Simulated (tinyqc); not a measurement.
## Schottky emission and Poole-Frenkel conduction in an insulator, and how to tell them apart: activation energy against field

Schottky emission (electrode-limited): J = As T^2 exp[-(pb - b sqrt(F))/Vt], b = sqrt(q/(4 pi eps0 ei)). Poole-Frenkel emission (bulk-limited): J = s0 F exp[-(pt - 2 b sqrt(F))/Vt]. F in V/cm.

The activation energy is -d ln J/d(q/kB T) at fixed F.

Values chosen for this exercise; dielectric values close to those of zirconium oxide:
- T = 300 K (temperature)
- ei = 4.87 (high-frequency relative permittivity)
- pt = 1.2 eV (trap depth)
- s0 = 2 S/cm (Poole-Frenkel prefactor)
- pb = 0.97 eV (electrode barrier)
- As = 44 A/(cm^2 K^2) (Richardson constant)

Constants: q = 1.602176634e-19 C, kB = 1.380649e-23 J/K, Vt = kB T/q, eps0 = 8.8541878128e-14 F/cm where lengths are in cm. Results are converted to the units shown.

Activation energy against field:

| F (MV/cm) | sqrt(F) ((V/cm)^0.5) | J, Schottky (A/cm^2) | its Ea (eV) | J, Poole-Frenkel (A/cm^2) | its Ea (eV) |
|---|---|---|---|---|---|
| 0.2 | 447.2 | 3.929e-9 | 0.9448 | 1.063e-12 | 1.046 |
| 0.81 | 900.0 | 7.984e-8 | 0.8669 | 1.778e-9 | 0.8905 |
| 1.43 | 1196 | 5.712e-7 | 0.8161 | 1.607e-7 | 0.7887 |
| 2.04 | 1428 | 2.681e-6 | 0.7761 | 5.050e-6 | 0.7088 |
| 2.66 | 1631 | 1.032e-5 | 0.7413 | 9.760e-5 | 0.6391 |
| 3.27 | 1808 | 3.358e-5 | 0.7108 | 0.001270 | 0.5781 |
| 3.89 | 1972 | 9.996e-5 | 0.6826 | 0.01339 | 0.5217 |
| 4.5 | 2121 | 2.693e-4 | 0.6569 | 0.1124 | 0.4705 |

Both activation energies fall linearly in sqrt(F), the Poole-Frenkel one twice as fast (1.05 to 0.470 eV against 0.945 to 0.657 eV). They extrapolate to pt = 1.2 eV and to pb + 2 kB T = 1.02 eV, the 2 kB T coming from the T^2. The smaller current changes from one mechanism to the other between F = 1.43 and 2.04 MV/cm. For F = 1.43, 2.04, 2.66, 3.27, 3.89, 4.5 a Fowler-Nordheim estimate for tunnelling through pb with a mass of 0.4 m0 exceeds the Schottky current, so tunnelling, left out here, would compete. For F = 1.43, 2.04, 2.66, 3.27, 3.89, 4.5 a Fowler-Nordheim estimate for tunnelling through pb with a mass of 0.4 m0 exceeds the Poole-Frenkel current, so tunnelling, left out here, would compete.

Numbers from tinyqc (`OMP_NUM_THREADS=1 python tinyqc.py 2370145 2370146 out.jsonl`; about 0.01 s on one thread of a shared Intel Xeon 2.30GHz).
